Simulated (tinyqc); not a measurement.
Chemically amplified photoresist: aerial image, acid generation, bake, development and line width. Changing the acid diffusivity D. Computed by tinyqc, a small Python program. Command: `OMP_NUM_THREADS=1 python tinyqc.py 3025062 3025063 out.jsonl resist sweep`. One thread of a shared host (Intel(R) Xeon(R) Processor @ 2.30GHz), about 0.04 s of CPU time with the checks.

Lines and spaces of pitch p with a two-beam-like image; x = 0 is the middle of the bright space. The resist is positive and treated as uniform in depth.

Inputs (values chosen for the exercise, for a model resist at 193 nm): pitch p = 140 nm; image contrast c = 0.55; mean dose E = 13.9 mJ/cm^2; Dill parameter C = 0.02 cm^2/mJ; quencher load q, relative to the acid generator = 0.19; bake time t = 90 s; amplification rate k_amp = 0.081 1/s; threshold protection m_th = 0.52; development selectivity n = 20; largest rate r_max = 120 nm/s; smallest rate r_min = 0.09 nm/s; resist thickness d = 130 nm; development time t_d = 30 s; photon energy = 6.42 eV; absorption coefficient alpha = 0.89 1/um.

Method:
- Dose E(x) = E [1 + c cos(2 pi x/p)]; acid h = 1 - exp(-C E(x)).
- Bake: the acid image is blurred by a Gaussian of variance sigma^2 = 2 D t (each Fourier term k of h, taken on 64 points, is multiplied by exp(-4 pi^2 k^2 D t/p^2)).
- Cosine coefficients: h(x) = sum_k h_k cos(2 pi k x/p).
- The quencher then removes q, h_eff = max(h_blurred - q, 0); protection m = exp(-k_amp t h_eff).
- Mack rate r = r_max (a + 1)(1 - m)^n/(a + (1 - m)^n) + r_min, a = ((n + 1)/(n - 1))(1 - m_th)^n.
- Edge: vertical development clears the film where r t_d >= d; the space width is twice the x where r = d/t_d.
- Dose sensitivity = d ln(width)/d ln E from widths at 1.005 E and E/1.005; image log-slope at the edge = |d ln E/dx|, normalised by the width (NILS); latitude for 10 % of width = 10 %/sensitivity.
- The edge lies at x = width/2.
- Absorbed photons per volume N = E(edge) alpha/(photon energy), 1 mJ/cm^2 = 62.41509 eV/nm^2, alpha in 1/nm; a Gaussian blur averages over a volume V = (2 sqrt(pi) sigma)^3; relative noise 1/sqrt(N V); edge noise sigma_x = (dh/d ln E) noise/|dh/dx|, with both derivatives of the blurred acid at the edge.

One run for each value; columns: (1) acid diffusivity D (nm^2/s); (2) dose latitude (%); (3) edge noise from photons (nm); (4) space width (nm); (5) blur factor of the first harmonic:
```
(1)       (2)     (3)     (4)      (5)
0.023  6.9059  6.4217  62.332  0.99584
0.042  6.8783  4.1000  62.282  0.99242
0.076  6.8291  2.6418  62.194  0.98632
0.140  6.7371  1.6875  62.028  0.97494
0.250  6.5811  1.1114  61.744  0.95569
0.460  6.2901  0.7275  61.204  0.91999
0.830  5.7997  0.4964  60.257  0.86031
2.800  3.6277  0.2818  54.788  0.60195
```

Give the missing row, acid diffusivity D (nm^2/s) = 1.500.

Computed row; columns: (1) acid diffusivity D (nm^2/s); (2) dose latitude (%); (3) edge noise from photons (nm); (4) space width (nm); (5) blur factor of the first harmonic:
```
(1)       (2)     (3)     (4)      (5)
1.500  4.9817  0.3567  58.511  0.76192
```

Interpolating between the two neighbouring rows (the first column on a logarithmic scale, the others too where they are positive) misses most in dose latitude (%), by 7.3 %. Over the rows, dose latitude (%) falls from 6.91 to 3.63 (exponent d ln y / d ln x -0.0066 between the first rows and -0.51 between the last); edge noise from photons (nm) falls from 6.42 to 0.282 (exponent d ln y / d ln x -0.75 between the first rows and -0.38 between the last); space width (nm) falls from 62.3 to 54.8 (exponent d ln y / d ln x -0.0013 between the first rows and -0.11 between the last). Blur pulls the acid image towards its mean: it flattens the acid slope, averages over more photons, and moves the edge unless the clearing threshold lies at that mean.

Caution (all rows): lateral development, standing waves and the joint diffusion of acid and quencher are left out, so widths are indicative. Caution (all rows): the noise counts photons alone (acid and quencher statistics add to it) and takes the film as thicker than the blur; a thinner film averages in two dimensions only.
